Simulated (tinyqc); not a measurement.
Worked calculation: harmonic frequencies on the UHF/6-31g surface (energies and gradients from PySCF), for H2-, spin multiplicity 2. The basis has no diffuse functions, so it cannot describe the extra electron: this is an exercise in the method, not the real anion. One step of it, computed by the program tinyqc.

Problem. One row of the Hessian: 2Hz. Displace 2Hz by +/-0.01 bohr; H(k, :) = (g(+) - g(-)) / (2 delta).

optimised positions (bohr), order 1H, 2H:
```
[[0.000000, 0.000000, -0.839835],
 [0.000000, 0.000000, 2.083275]]
```

gradient at +delta (hartree/bohr), order 1H, 2H:
```
[[0.00000000, 0.00000000, -0.00018047],
 [0.00000000, 0.00000000, 0.00018047]]
```

gradient at -delta (hartree/bohr), order 1H, 2H:
```
[[0.00000000, 0.00000000, 0.00018577],
 [0.00000000, 0.00000000, -0.00018577]]
```

Give: row of the Hessian.

Solution.

row of the Hessian (hartree/bohr^2): [0.00000, 0.00000, -0.01831, 0.00000, 0.00000, 0.01831]
